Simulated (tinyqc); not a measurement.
Pair lines: donor-acceptor pair recombination.

h nu = Eg - ED - EA + q/(eps R), q = e^2/(4 pi eps0); shell j lies at R = a_lat sqrt(j/2) for the same sublattice and a_lat sqrt(j/2 - 5/16) for opposite ones (on the same sublattice shells 14, 30, 46, 56, 62, ... are empty, where 2j has the form 4^a (8b + 7)); rate W = W0 exp(-2R/aD) with the donor radius aD = q/(2 eps ED). Polarisation and overlap terms, which matter for close pairs, are left out.

Constants: e^2/(4 pi eps0) = 14.39964547 eV angstrom.

Parameters, chosen for this exercise (near those of impurities in Si; shifted at random, so the results belong to these values and not to a real crystal): a_lat = 5.431 angstrom (lattice constant); Eg = 1.173 eV (gap); ED = 47.9 meV (donor binding); EA = 40.8 meV (acceptor binding); eps = 11.9 (dielectric constant); W0 = 2.4 x 1e7/s (rate at zero distance); kind = same (sublattices of donor and acceptor); shells = (35, 40, 45, 50, 51, 77, 165) (shell numbers).

Energy, rate and lifetime for each shell.

Lines:
```
shell,R (angstrom),Coulomb (meV),h nu (eV),step to the next shell (meV),1/W (microsecond)
35,22.72,53.3,1.1376,0.74,1.52
40,24.29,49.8,1.1341,0.61,1.95
45,25.76,47.0,1.1313,1.0,2.46
50,27.16,44.6,1.1289,0.44,3.07
51,27.43,44.1,1.1284,0.43,3.20
77,33.70,35.9,1.1202,0.46,8.65
165,49.33,24.5,1.1088,0.074,103
```

limit for distant pairs = 1.0843 eV
aD = 12.6 angstrom

The lines crowd together, on average as R^-3: the step falls from 0.74 to 0.074 meV, so distant pairs merge into a band. Close pairs emit higher and 67.6 times faster over this table, so the band shifts to lower energy with delay and to higher energy with stronger pumping. All these lines lie below Eg, and R/aD runs from 1.8 up.

Run: tinyqc, `OMP_NUM_THREADS=1 python tinyqc.py 1280162 1280163 out.jsonl`; Intel(R) Xeon(R) Processor @ 2.30GHz, one thread, shared host; about 0.04 s of CPU time with all checks.
